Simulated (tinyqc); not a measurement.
# Length offset and series resistance from crossing lines

Inverse problem. R_total = Rs + k (L - dL)/Vo with constant Rs, dL and k. Find k, dL and Rs.

R_total at (L, Vo) = (90, 0.39), (180, 0.39), (90, 0.76) and (180, 0.76), L in nm and Vo in V (ohm um): 444.20513  813.43590  315.57895  505.05263

Solution. At each overdrive R is a straight line in L with slope k/Vo; the two lines cross at L = dL, R = Rs.

k = 1.60 ohm um V/nm
dL = 25.6 nm
Rs = 180 ohm um

Program tinyqc, `OMP_NUM_THREADS=1 python tinyqc.py 2282206 2282207 out.jsonl`; Intel Xeon 2.30GHz, shared host, one thread, about 0.05 s.
